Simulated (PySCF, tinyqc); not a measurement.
RKS/PBE0 in the sto-6g basis, for BeH+, spin multiplicity 1, step by step. The lowest restricted solution is unstable here: a spin-polarised one lies 0.0168 hartree lower (PySCF). One step of it, computed by the program tinyqc.

Question. Iteration 2: building the Kohn-Sham matrix. J_ij = sum D_kl (ij|kl), K_ij = sum D_kl (ik|jl); F = H + J - 0.125 K + V_xc; E = tr D H + tr D J / 2 - 0.0625 tr D K + E_xc + E_nn.

D after iteration 1, order 1Be 1s, 1Be 2s, 1Be 2px, 1Be 2py, 1Be 2pz, 2H 1s:
```
[[2.132660, -0.517257, 0.000000, 0.000000, 0.112136, 0.016416],
 [-0.517257, 2.013911, 0.000000, 0.000000, -0.499559, -0.044051],
 [0.000000, 0.000000, 0.000000, 0.000000, 0.000000, 0.000000],
 [0.000000, 0.000000, 0.000000, 0.000000, 0.000000, 0.000000],
 [0.112136, -0.499559, 0.000000, 0.000000, 0.124049, 0.010886],
 [0.016416, -0.044051, 0.000000, 0.000000, 0.010886, 0.000977]]
```

core Hamiltonian H = T + V (hartree), order 1Be 1s, 1Be 2s, 1Be 2px, 1Be 2py, 1Be 2pz, 2H 1s:
```
[[-8.166529, -1.914289, 0.000000, 0.000000, -0.005910, -0.049266],
 [-1.914289, -2.299915, 0.000000, 0.000000, -0.060062, -0.281182],
 [0.000000, 0.000000, -1.847086, 0.000000, 0.000000, 0.000000],
 [0.000000, 0.000000, 0.000000, -1.847086, 0.000000, 0.000000],
 [-0.005910, -0.060062, 0.000000, 0.000000, -1.881835, -0.368139],
 [-0.049266, -0.281182, 0.000000, 0.000000, -0.368139, -1.352924]]
```

Two-electron integrals (ij|kl) in chemists' order, unique and non-zero (hartree):
```
(11|11) 2.299996   (21|11) 0.361879   (21|21) 0.071926   (22|11) 0.570332
(22|21) 0.139654   (22|22) 0.417773   (31|31) 0.015252   (32|31) 0.022555
(32|32) 0.092340   (33|11) 0.570332   (33|21) 0.139654   (33|22) 0.417773
(33|33) 0.450117   (41|41) 0.015252   (42|41) 0.022555   (42|42) 0.092340
(43|43) 0.024258   (44|11) 0.570332   (44|21) 0.139654   (44|22) 0.417773
(44|33) 0.401601   (44|44) 0.450117   (51|51) 0.015252   (52|51) 0.022555
(52|52) 0.092340   (53|53) 0.024258   (54|54) 0.024258   (55|11) 0.570332
(55|21) 0.139654   (55|22) 0.417773   (55|33) 0.401601   (55|44) 0.401601
(55|55) 0.450117   (61|11) 0.009213   (61|21) 0.001792   (61|22) 0.003514
(61|33) 0.003485   (61|44) 0.003485   (61|51) 0.000179   (61|52) 0.000363
(61|55) 0.003572   (61|61) 0.000047   (62|11) 0.047684   (62|21) 0.012014
(62|22) 0.042771   (62|33) 0.041014   (62|44) 0.041014   (62|51) 0.001504
(62|52) 0.011225   (62|55) 0.046285   (62|61) 0.000337   (62|62) 0.009270
(63|31) 0.000747   (63|32) 0.004148   (63|53) 0.001561   (63|63) 0.000518
(64|41) 0.000747   (64|42) 0.004148   (64|54) 0.001561   (64|64) 0.000518
(65|11) 0.061364   (65|21) 0.015564   (65|22) 0.057117   (65|33) 0.054122
(65|44) 0.054122   (65|51) 0.002367   (65|52) 0.017394   (65|55) 0.063107
(65|61) 0.000447   (65|62) 0.013708   (65|65) 0.020471   (66|11) 0.220467
(66|21) 0.056162   (66|22) 0.219007   (66|33) 0.208242   (66|44) 0.208242
(66|51) 0.005898   (66|52) 0.058511   (66|55) 0.240538   (66|61) 0.001566
(66|62) 0.069930   (66|65) 0.107422   (66|66) 0.774999
```

nuclear repulsion = 0.88196202 hartree

V_xc (hartree), order 1Be 1s, 1Be 2s, 1Be 2px, 1Be 2py, 1Be 2pz, 2H 1s:
```
[[-1.124363, -0.142013, 0.000000, 0.000000, 0.003900, -0.003668],
 [-0.142013, -0.229454, 0.000000, 0.000000, 0.033554, -0.014036],
 [0.000000, 0.000000, -0.229950, 0.000000, 0.000000, 0.000000],
 [0.000000, 0.000000, 0.000000, -0.229950, 0.000000, 0.000000],
 [0.003900, 0.033554, 0.000000, 0.000000, -0.227532, -0.016498],
 [-0.003668, -0.014036, 0.000000, 0.000000, -0.016498, -0.038258]]
```

E_xc = sum of w rho eps_xc = -2.16567479 hartree

Give: Coulomb J; exchange K; Kohn-Sham matrix F; total energy of this density.

Answer.

Coulomb J (hartree), order 1Be 1s, 1Be 2s, 1Be 2px, 1Be 2py, 1Be 2pz, 2H 1s:
```
[[5.748, 0.995, 0.000, 0.000, -0.019, 0.025],
 [0.995, 1.963, 0.000, 0.000, -0.088, 0.170],
 [0.000, 0.000, 1.961, 0.000, 0.000, 0.000],
 [0.000, 0.000, 0.000, 1.961, 0.000, 0.000],
 [-0.019, -0.088, 0.000, 0.000, 1.967, 0.220],
 [0.025, 0.170, 0.000, 0.000, 0.220, 0.823]]
```

exchange K (hartree), order 1Be 1s, 1Be 2s, 1Be 2px, 1Be 2py, 1Be 2pz, 2H 1s:
```
[[4.678, 0.724, 0.000, 0.000, -0.015, 0.018],
 [0.724, 0.859, 0.000, 0.000, -0.239, 0.043],
 [0.000, 0.000, 0.198, 0.000, 0.000, 0.000],
 [0.000, 0.000, 0.000, 0.198, 0.000, 0.000],
 [-0.015, -0.239, 0.000, 0.000, 0.251, -0.001],
 [0.018, 0.043, 0.000, 0.000, -0.001, 0.004]]
```

Kohn-Sham matrix F (hartree), order 1Be 1s, 1Be 2s, 1Be 2px, 1Be 2py, 1Be 2pz, 2H 1s:
```
[[-4.128, -1.151, 0.000, 0.000, -0.019, -0.030],
 [-1.151, -0.674, 0.000, 0.000, -0.084, -0.131],
 [0.000, 0.000, -0.141, 0.000, 0.000, 0.000],
 [0.000, 0.000, 0.000, -0.141, 0.000, 0.000],
 [-0.019, -0.084, 0.000, 0.000, -0.174, -0.164],
 [-0.030, -0.131, 0.000, 0.000, -0.164, -0.569]]
```

total energy of this density = -14.46372 hartree
